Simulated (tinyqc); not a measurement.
Kronig-Penney superlattice by transfer matrices: sweeps and comparisons. A value that a table varies takes the place of the one given here.

Wells (width a, potential 0, mass mw) alternate with barriers (width b, height V0, mass mb); period d = a + b; c = hbar^2/2m0. The vector (psi, psi'/m) is continuous, and a layer of thickness t carries it by M = [[cos kt, (m/k) sin kt], [-(k/m) sin kt, cos kt]] with k = sqrt(m (E - V)/c); for E < V, k = i kappa gives [[cosh, (m/kappa) sinh], [(kappa/m) sinh, cosh]] of kappa t. A Bloch state obeys cos(q d) = tr(Mb Mw)/2.

Constants: hbar^2/2m0 = 3.80998211 eV angstrom^2.

Inputs chosen for the exercise (near those of a GaAs superlattice with barriers of AlGaAs; not measured data): a = 113 angstrom (well width); V0 = 0.251 eV (barrier height); mw = 0.0663 m0 (mass in the wells); mb = 0.0927 m0 (mass in the barriers); bs = (22, 33, 44, 57.2, 70.4, 88, 110) angstrom (barrier widths); b = 44 angstrom (barrier width).

## Barrier width

First miniband against b. m_z = -2 c f'/d^2 with f = tr M/2 at the bottom of the band. E1 is the level of the single well, kappa1 its decay constant in the barrier.

First miniband:

| b (angstrom) | bottom (eV) | top (eV) | W (meV) | ln W | m_z (m0) |
|---|---|---|---|---|---|
| 22.0 | 0.0211 | 0.0299 | 8.745 | 2.168 | 0.121 |
| 33.0 | 0.0236 | 0.0275 | 3.876 | 1.355 | 0.207 |
| 44.0 | 0.0247 | 0.0264 | 1.716 | 0.540 | 0.381 |
| 57.2 | 0.0252 | 0.0259 | 0.6458 | -0.437 | 0.833 |
| 70.4 | 0.0254 | 0.0257 | 0.2430 | -1.415 | 1.88 |
| 88.0 | 0.0255 | 0.0256 | 0.06599 | -2.718 | 5.73 |
| 110.0 | 0.0256 | 0.0256 | 0.01294 | -4.348 | 23.7 |

E1 = 0.0256 eV
kappa1 = 0.0741 1/angstrom

W falls from 8.7 to 0.01 meV, and both edges close in on E1. The slope of ln W is -0.0740 per angstrom over the first two rows and -0.0741 over the last two, against -kappa1 = -0.0741: the width follows one power of the tunnelling amplitude once the wells couple weakly. m_z grows by a factor 195.5.

## From one barrier to a miniband

Transmission through N barriers separated by wells, between leads of the well material: T = 4/[(M11 + M22)^2 + (u M12 - M21/u)^2] with u = k/mw and M the product over all layers; twelve evenly spaced energies around the first miniband.

Transmission:

| E (eV) | tr M/2 of a period | N = 1 | N = 2 | N = 4 | N = 8 |
|---|---|---|---|---|---|
| 0.023939 | 1.975 | 0.00259 | 0.000166 | 8.99e-07 | 2.68e-11 |
| 0.024251 | 1.575 | 0.00263 | 0.000265 | 4.22e-06 | 1.14e-09 |
| 0.024563 | 1.183 | 0.00267 | 0.000477 | 3.68e-05 | 3.05e-07 |
| 0.024876 | 0.799 | 0.00270 | 0.00106 | 0.00343 | 0.00120 |
| 0.025188 | 0.423 | 0.00274 | 0.00383 | 0.00233 | 0.0188 |
| 0.025500 | 0.054 | 0.00278 | 0.194 | 0.0573 | 0.0157 |
| 0.025812 | -0.308 | 0.00282 | 0.00743 | 0.00284 | 0.00714 |
| 0.026124 | -0.662 | 0.00287 | 0.00164 | 0.0259 | 0.00702 |
| 0.026436 | -1.009 | 0.00291 | 0.000716 | 0.000167 | 3.22e-05 |
| 0.026748 | -1.348 | 0.00295 | 0.000406 | 1.46e-05 | 2.20e-08 |
| 0.027060 | -1.681 | 0.00299 | 0.000265 | 3.06e-06 | 4.29e-10 |
| 0.027372 | -2.006 | 0.00303 | 0.000189 | 9.48e-07 | 2.45e-11 |

5 of the energies lie in the miniband (|tr M/2| <= 1); there T for N = 8 runs between 0.0012 and 0.0188. In the gaps it falls with N: at E = 0.0274 eV from 9.48e-07 (N = 4) to 2.45e-11 (N = 8), a slope of ln T of -2.64 a period, against -2 arccosh|tr M/2| = -2.64.

## What each parameter does

Bottom and width of the first miniband, the gap above it, and m_z = -2 c f'/d^2 with f = tr M/2. Each row changes one parameter from the base and keeps the others.

Results:

| case | bottom (eV) | width (meV) | gap (meV) | m_z (m0) |
|---|---|---|---|---|
| base | 0.0247 | 1.7 | 70.5 | 0.3807 |
| a = 102 angstrom | 0.0287 | 2.2 | 81.0 | 0.3472 |
| b = 51 angstrom | 0.0251 | 1.0 | 72.3 | 0.5737 |
| V0 = 0.289 eV | 0.0258 | 1.3 | 74.4 | 0.4909 |
| mw = 0.0729 m0 | 0.0235 | 1.5 | 66.8 | 0.4279 |
| mb = 0.0788 m0 | 0.0254 | 2.2 | 70.8 | 0.3017 |

The largest shifts from the base row, up to three for each result and ties (the steps differ in size, so this ranks the rows, not the parameters). bottom (eV): a +0.0040, mw -0.0012, V0 +0.0011. width (meV): b -0.7, mb +0.5, a +0.5. gap (meV): a +10.5, V0 +3.9, mw -3.7. m_z (m0): b +0.1930, V0 +0.1103, mb -0.0789.

Program tinyqc; command `OMP_NUM_THREADS=1 python tinyqc.py 1280838 1280839 out.jsonl`; about 0.04 s on one thread of a shared Intel(R) Xeon(R) Processor @ 2.30GHz.
